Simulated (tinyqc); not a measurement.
Worked calculation: grain-boundary trapping model (Seto) of a polycrystalline semiconductor film. Computed by tinyqc, a small Python program that keeps every step. Command: `OMP_NUM_THREADS=1 python tinyqc.py 3001256 3001257 out.jsonl poly walk`. One thread of a shared host (Intel(R) Xeon(R) Processor @ 2.30GHz), about 0.01 s of CPU time with the checks. Intermediate numbers are printed to about 5 digits and carried at full precision; extremes and crossings named in words are read from the listed rows.

Grains of equal size L are joined by thin boundaries with one trap level. Trapped carriers deplete a width W on each side and raise a barrier, crossed by thermionic emission. Dopants are fully ionised, statistics are non-degenerate and mu_g does not depend on T.

Inputs (values chosen for the exercise, modelled on polycrystalline ZnO):

| quantity | value | unit |
|---|---|---|
| permittivity eps | 8.3 | - |
| effective mass m | 0.29 | m_0 |
| effective density of states at 300 K, N_c | 3.8e+18 | 1/cm^3 |
| grain size L | 380 | nm |
| trap density Q_t | 1.8e+12 | 1/cm^2 |
| trap level E_t below the band edge | 0.35 | eV |
| doping N | 3.1e+16 | 1/cm^3 |
| mobility inside the grains mu_g | 140 | cm^2/(V s) |
| temperature T | 350 | K |

Grain interior: resistance included.

Constants: e = 1.602176634e-19 C; eps_0 = 8.8541878128e-12 F/m; k_B = 8.617333262e-05 eV/K; m_0 = 9.1093837015e-31 kg; k_B = 1.380649e-23 J/K.

## Critical doping

If all traps fill, the grain is just depleted at N* = Q_t/L, with the barrier e Q_t L/(8 eps eps_0).

N* = 4.7368e+16 1/cm^3

barrier at N* with all traps filled = 1.8640 V

The traps stay filled only while e V_B is below E_t - k_B T ln(N_c(T)/N*) = 0.211 eV. The barrier above exceeds that or lies within 2 k_B T of it, so band bending brings the traps close to or above E_F before all fill, and the real maximum is lower.

## Barrier

N_c(T) = N_c (T/300 K)^(3/2). Filled traps Q = Q_t/(1 + (1/2) exp((E_t* - E_F)/k_B T)), where E_t* = e V_B - E_t and E_F are counted from the band edge at the grain centre. Partial depletion: Q = 2 N W, V_B = e N W^2/(2 eps eps_0), E_F = k_B T ln(N/N_c); solve for W. If that W would exceed L/2 the grain is fully depleted: W = L/2, Q = N L, and E_F follows from the trap equation. Centre density n_0 = N_c exp(E_F/k_B T).

depletion width W = 85.216 nm

barrier V_B = 0.24539 V

E_F = -0.15201 eV

centre density n_0 = 3.10e+16 1/cm^3

The grain is partly depleted; 29.4 % of the traps are filled, and they hold 44.9 % of the carriers.

## Resistivity and effective mobility

Boundary: sigma_b = L e^2 n_0 exp(-e V_B/k_B T)/sqrt(2 pi m k_B T); drift through the grain, depleted parts included: rho_g = [(1 - 2W/L) + (2W/L) int_0^1 exp(y^2 s^2) ds]/(e n_0 mu_g); rho = 1/sigma_b + rho_g. Mean carrier density n_av = n_0 [(1 - 2W/L) + (2W/L) (sqrt(pi)/2) erf(y)/y], y = sqrt(e V_B/k_B T); effective mobility 1/(e n_av rho).

boundary resistivity = 101.15 ohm cm

drift resistivity rho_g = 146.97 ohm cm

resistivity rho = 248.12 ohm cm

mean carrier density = 2.1416e+16 1/cm^3

effective mobility = 1.1746 cm^2/(V s)

A single crystal with the same N and mu_g would have 1.44 ohm cm, a factor 173 lower.

## Activation energy

E_a = d ln(rho)/d(1/k_B T) from T - 5 K and T + 5 K; temperature coefficient d ln(rho)/dT.

activation energy E_a = 0.35030 eV

temperature coefficient = -3.3191 %/K

E_a is close to the trap depth E_t = 0.35 eV, since carriers must leave the traps.

## Against the doping

The formulas are those given above.

The same film:

| N (1/cm^3) | W (nm) | V_B (V) | mean density (1/cm^3) | mobility (cm^2/(V s)) | rho (ohm cm) |
|---|---|---|---|---|---|
| 1.40e+15 | 190.00 | 0.05509 | 2.5590e+12 | 98.86 | 2.4671e+04 |
| 4.70e+15 | 190.00 | 0.18495 | 3.9638e+14 | 7.60 | 2.0711e+03 |
| 1.20e+16 | 134.37 | 0.23618 | 6.2010e+15 | 1.55 | 6.5129e+02 |
| 2.40e+16 | 96.41 | 0.24318 | 1.5622e+16 | 1.24 | 3.2287e+02 |
| 3.80e+16 | 77.21 | 0.24694 | 2.7340e+16 | 1.14 | 2.0056e+02 |
| 5.70e+16 | 63.35 | 0.24934 | 4.3853e+16 | 1.10 | 1.2945e+02 |
| 9.50e+16 | 49.17 | 0.25038 | 7.7976e+16 | 1.13 | 7.1055e+01 |
| 1.90e+17 | 34.35 | 0.24433 | 1.6635e+17 | 1.47 | 2.5450e+01 |
| 4.70e+17 | 18.80 | 0.18100 | 4.4032e+17 | 11.53 | 1.2290e+00 |
| 1.90e+18 | 4.74 | 0.04647 | 1.8838e+18 | 126.32 | 2.6230e-02 |

The barrier peaks among these rows at N = 9.5e16 (0.250 V) and the mobility has its minimum at 5.7e16; N* is 4.7e16. While the grain is fully depleted (W = L/2) V_B grows as N; once all traps are filled it falls as 1/N (last exponent -0.97). From 1.2e16 to 1.9e17 it is pinned, because the trap level has met E_F and the traps fill only in part. Partly depleted rows (W < L/2) with e V_B below 2 k_B T stretch the depletion approximation. Where N approaches N_c the non-degenerate statistics fail. rho drops most steeply, as N^-3.3, between 1.9e17 and 4.7e17.

Checks made by the program: charge in the traps against the depleted charge (relative difference below 1e-10).
